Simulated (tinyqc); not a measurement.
# Screening length from the swing

Problem. In a simple model of a Schottky-barrier transistor a barrier thinner than d = 2.6 nm is transparent, so the effective barrier is pn - psi (1 - exp(-d/lam)) and the swing beyond flat band is Vt ln 10/(1 - exp(-d/lam)). Find the thermionic swing, lam, and the effective barrier at psi = 0.2 V.

Inputs (values chosen for the exercise):
- T = 350 K (temperature)
- pn = 0.29 eV (barrier for electrons at both contacts)

Constants: q = 1.602176634e-19 C, kB = 1.380649e-23 J/K, Vt = kB T/q. Results are converted to the units shown.

swing in the tunnelling range = 124.84884 mV/decade

Solution. The ratio of the two swings is 1 - exp(-d/lam).

Vt ln 10 = 69.4 mV/decade
lam = 3.20 nm
effective barrier = 0.179 eV

Program tinyqc, `OMP_NUM_THREADS=1 python tinyqc.py 2390058 2390059 out.jsonl`; Intel Xeon 2.30GHz, shared host, one thread, about 0.07 s.
